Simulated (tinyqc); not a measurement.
# Tersoff bond-order potential, step by step

A worked calculation. Computed by tinyqc, a small Python program that keeps every step. Command: `OMP_NUM_THREADS=1 python tinyqc.py 3008943 3008944 out.jsonl tersoff walk`. One thread of a shared host (Intel(R) Xeon(R) Processor @ 2.30GHz), about 0.01 s of CPU time with the checks. Intermediate numbers are printed to about 6 digits and carried at full precision; extremes and crossings named in words are read from the listed rows.

E = (1/2) sum_(i, j != i) [A exp(-lambda r_ij) - b_ij B exp(-mu r_ij)], b_ij = (1 + (beta zeta_ij)^n)^(-1/(2n)), zeta_ij = sum_(k != i, j) g(theta_ijk), g = 1 + c^2/d^2 - c^2/(d^2 + (h - cos theta)^2), with theta at atom i. Only nearest neighbours count (cut-off function 1 for them, 0 beyond).

Inputs (values chosen for the exercise, modelled on silicon):

| quantity | value | unit |
|---|---|---|
| A | 1841.4 | eV |
| B | 466.64 | eV |
| lambda | 2.4799 | 1/angstrom |
| mu | 1.7322 | 1/angstrom |
| beta | 1.16e-06 | - |
| n | 0.7882 | - |
| c | 100700 | - |
| d | 16.24 | - |
| h | -0.6022 | - |
| bond length r_12 | 2.44 | angstrom |
| bond length r_13 | 2.33 | angstrom |
| angle theta at atom 1 | 97.3 | degrees |

Constants: 1 eV/angstrom^3 = 160.2176634 GPa.

## An open trimer

Atom 1 binds atoms 2 and 3, which do not interact. b_12 = b_13 follow from zeta = g(theta); b_21 = b_31 = 1. E = sum over the two bonds of A exp(-lambda r) - (b + 1)/2 B exp(-mu r).

g(theta) = 32884.5

bond order b_12 = 0.954489

repulsive terms (eV): 4.33762  5.69800

attractive terms B exp(-mu r) (eV): 6.81407  8.24438

energy of the trimer = -4.68018 eV

g is least (g = 1) at cos theta = h, 127.0 degrees, wider than the tetrahedral 109.47.

## The diamond lattice

zeta = 3 g(cos theta = -1/3). With z equal bonds of order b, r = ln(lambda A/(mu b B))/(lambda - mu) and E per atom = -(z/2) b B exp(-mu r)(1 - mu/lambda). a0 = 4 r/sqrt3; B0 = phi''(r)/(3 a0) with phi'' = mu (lambda - mu) b B exp(-mu r), since b does not change under uniform scaling.

zeta = 31610.6

bond order b = 0.955806

bond length = 2.37629 angstrom

energy per atom of the diamond lattice = -4.38561 eV

lattice constant a0 = 5.48780 angstrom

bulk modulus B0 = 91.6691 GPa

## Elastic constants of the diamond lattice

Second derivatives of the energy per atom, volume V = a0^3/8: e_xx gives C11; e_xx = -e_yy gives 2 (C11 - C12); e_xy = e_yx = s/2 with a sublattice shift u_z gives C44 = (E_ss - E_su^2/E_uu)/V and Kleinman's parameter |E_su/E_uu|/(a0/4).

C11 = 134.007 GPa

C12 = 70.5004 GPa

C44 = 65.5303 GPa

Kleinman's parameter = 0.673555

## Unrelaxed vacancy

Each of the four neighbours loses one bond; its three other bonds now have zeta = 2 g, for the direction that starts at it. E_v = -E + 12 x (1/2)(b(3g) - b(2g)) B exp(-mu r), where -E is the pair-like cost.

b(2g) = 0.967391

unrelaxed vacancy energy E_v = 3.85668 eV

Stronger back bonds return 0.529 eV, so E_v is 88 % of the cohesive energy.

## Energy against coordination

Angles seen from one bond (cos theta: count): chain -1: 1; graphitic -1/2: 2; diamond -1/3: 3; square net 0: 2, -1: 1; simple cubic 0: 4, -1: 1; bcc 1/3: 3, -1/3: 3, -1: 1; fcc 1/2: 4, 0: 2, -1/2: 4, -1: 1.

Relaxed structures:

| structure | z | zeta | b | r (angstrom) | E per atom (eV) | E per bond (eV) |
|---|---|---|---|---|---|---|
| dimer | 1 | 0 | 1.00000 | 2.31583 | -1.27373 | -2.54746 |
| chain | 2 | 23057 | 0.96510 | 2.36334 | -2.26435 | -2.26435 |
| graphitic | 3 | 3047 | 0.99266 | 2.32569 | -3.72893 | -2.48595 |
| diamond | 4 | 31611 | 0.95581 | 2.37629 | -4.38561 | -2.19281 |
| square net | 4 | 128651 | 0.87999 | 2.48682 | -3.33417 | -1.66709 |
| simple cubic | 6 | 234244 | 0.82353 | 2.57551 | -4.01382 | -1.33794 |
| bcc | 8 | 436189 | 0.74678 | 2.70634 | -3.86892 | -0.96723 |
| fcc | 12 | 839929 | 0.64841 | 2.89525 | -3.63263 | -0.60544 |

The lowest are diamond, simple cubic and bcc, the first two 0.372 eV apart. The bond order falls from 1 to 0.648 and the bond weakens from -2.55 to -0.61 eV, as b^(lambda/(lambda - mu)) with exponent 3.32. With the same z = 4 the square net lies 1.05 eV above diamond, from its angles alone. Caution: in bcc and other dense structures second neighbours can fall inside the usual cut-off; they are left out here.

Checks made by the program: (C11 + 2 C12)/3 against B0 (relative difference 1e-08).
